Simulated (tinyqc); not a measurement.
Binary melting diagram from solution models of liquid and solid: one step, computed by the program tinyqc. Command: `OMP_NUM_THREADS=1 python tinyqc.py 3021795 3021796 out.jsonl melt walk`. One thread of a shared host (Intel(R) Xeon(R) Processor @ 2.30GHz), about 0.01 s of CPU time with the checks.

x is the fraction of B. In a phase with interaction L: mu_A = G_A + R T ln(1 - x) + L x^2, mu_B = G_B + R T ln x + L (1 - x)^2. Melting: G(liquid) - G(solid) = H (1 - T/T_m) for each pure component.

Problem. Freezing of the alloy x0. Liquid against pure solid A: T = (H_A + L_L x^2)/(H_A/T_A - R ln(1 - x)); against pure solid B: T = (H_B + L_L (1 - x)^2)/(H_B/T_B - R ln x). Primary solid forms at the higher branch; just above T_E its mole fraction is (x_E - x0)/x_E for A or (x0 - x_E)/(1 - x_E) for B, and the rest freezes as eutectic, with B making up x_E of it.

Inputs (values chosen for the exercise, for a model alloy):
```
quantity                value    unit
melting point T_A        1505       K
melting point T_B         970       K
heat of melting H_A      13.3  kJ/mol
heat of melting H_B         7  kJ/mol
liquid interaction L_L     -7  kJ/mol
overall fraction x0      0.74       -
```

Diagram: eutectic with pure solids.

eutectic composition x_E = 0.6581672

eutectic temperature T_E = 578.0642 K

Constants: R = 8.314462618 J/(mol K).

Give: liquidus temperature; fraction of primary solid; freezing range.

Solution.

liquidus temperature = 671.5 K

fraction of primary solid = 0.2394

freezing range = 93.42 K

The primary solid is B.
